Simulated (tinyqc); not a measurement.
Slow cooling against a quench: self-consistent Fermi level with native defects, at growth and after a quench. Computed by tinyqc, a small Python program. Command: `OMP_NUM_THREADS=1 python tinyqc.py 3007171 3007172 out.jsonl scfermi walk`. One thread of a shared host (Intel(R) Xeon(R) Processor @ 2.30GHz), about 0.04 s of CPU time with the checks.

Energies are counted from the top of the valence band (VBM); when the gap shrinks with temperature the conduction band moves and the levels stay. The added dopant is taken as fully ionised. D and A draw on one reservoir with opposite signs, as the two vacancies of a compound do.

Inputs (values chosen for the exercise, with bands modelled on GaN):

| quantity | value | unit |
|---|---|---|
| gap E_g at 300 K | 3.49 | eV |
| slope -dE_g/dT above 300 K | 0.0008 | eV/K |
| electron mass m_e | 0.198 | m_0 |
| valleys M_c | 1 | - |
| hole mass m_h | 1.41 | m_0 |
| E_f of the neutral native donor D | 1.639 | eV |
| E_f of the neutral native acceptor A | 2.575 | eV |
| shift s of the chemical potential | 0.3 | eV |
| site density N_s | 1.8e+22 | cm^-3 |
| dopant density N_X | 3.6e+18 | cm^-3 |
| growth temperature T_g | 1450 | K |
| temperature of use T | 300 | K |

Added shallow dopant: donor.

levels of D above the VBM, most positive state first (eV): 2.19

levels of A above the VBM, (0/-1) first (eV): 0.562  1.01

Constants: m_0 = 9.1093837015e-31 kg; k_B = 1.380649e-23 J/K; h = 6.62607015e-34 J s; k_B = 8.617333262e-05 eV/K.

Method:
- E_f(D, 0) = input + s and E_f(A, 0) = input - s; E_f(q, E_F = 0) follows from the levels, eps(q/q-1) = E_f(q - 1) - E_f(q) at E_F = 0.
- E_g(T) = E_g - slope x max(0, T - 300 K).
- N_c = 2 M_c (2 pi m_e k_B T/h^2)^(3/2) and N_v = 2 (2 pi m_h k_B T/h^2)^(3/2), masses in units of m_0.
- At growth T = T_g.
- n = N_c F_1/2((E_F - E_g)/k_B T), p = N_v F_1/2(-E_F/k_B T).
- F_1/2(eta) = (2/sqrt(pi)) int_0^infinity sqrt(x)/(1 + exp(x - eta)) dx, by the trapezoid rule in t = sqrt(x) with step 0.02 up to t = 12 (for eta < -12 by exp(eta) - exp(2 eta)/2^(3/2)).
- In equilibrium c_q = N_s exp(-(E_f(q, 0) + q E_F)/k_B T).
- Net charge = p - n + sum q c_q + N_X; the log ratio is ln(positive charge/negative charge).
- E_F is the root of the log ratio, by 50 bisections between -0.5 eV and E_g + 0.5 eV.
- After a quench the totals of D and A stay as grown, and each is shared among its charge states with weights exp(-(E_f(q, 0) + q E_F)/k_B T).
- Each E_F by bisection; full equilibrium lets the defects form and vanish at every T.

E_f(q, E_F = 0) (eV): D(+1) -0.251, D(0) 1.939, A(0) 2.275, A(-1) 2.837, A(-2) 3.847

total D = 2.21036e+18 cm^-3

total A = 2.98203e+18 cm^-3

Two histories (densities in cm^-3):

| T (K) | E_F, equilibrium (eV) | n | p | all defects | E_F, frozen (eV) | n, frozen | p, frozen |
|---|---|---|---|---|---|---|---|
| 1220 | 1.4420 | 6.8957e+13 | 3.8056e+14 | 2.1405e+18 | 1.3169 | 2.0971e+13 | 1.2513e+15 |
| 990 | 1.5306 | 9.0767e+11 | 4.0658e+12 | 1.8103e+18 | 1.2586 | 3.7395e+10 | 9.8689e+13 |
| 760 | 1.6219 | 1.0058e+09 | 2.9762e+09 | 1.8001e+18 | 1.2008 | 1.6210e+06 | 1.8467e+12 |
| 530 | 1.7132 | 3.7076e+03 | 5.0529e+03 | 1.8000e+18 | 1.1430 | 1.4044e-02 | 1.3340e+09 |
| 300 | 1.8044 | 1.0679e-10 | 2.0418e-11 | 1.8000e+18 | 1.0853 | 8.8570e-23 | 2.4619e+01 |

What does the comparison show, and why?

At 300 K equilibrium would leave 1.80e18 defects per cm^3 against 5.19e18 frozen in, and E_F differs by -0.719 eV. Both histories end semi-insulating. Real samples lie between, set by the temperature at which diffusion stops.
